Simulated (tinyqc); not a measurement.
# Remanence, coercive field and barrier from the coefficients

Inverse problem. u = al P^2 + be P^4 - E P (P in uC/cm^2, E in kV/cm, u in mJ/cm^3). Find Pr, the polarisation Pc at which dE/dP = 0, Ec and the barrier u(0) - u(Pr).

al = -86.602540 kV cm/uC
be = 0.19245009 kV cm^5/uC^3

Solution. Pr^2 = -al/(2 be), Pc^2 = -al/(6 be), Ec = -(4/3) al Pc and the barrier is al^2/(4 be).

Pr = 15.0 uC/cm^2
Pc = 8.66 uC/cm^2
Ec = 1.00e3 kV/cm
barrier = 9.74e3 mJ/cm^3

Program tinyqc, `OMP_NUM_THREADS=1 python tinyqc.py 2860133 2860134 out.jsonl`; Intel Xeon 2.30GHz, shared host, one thread, about 0.1 s.
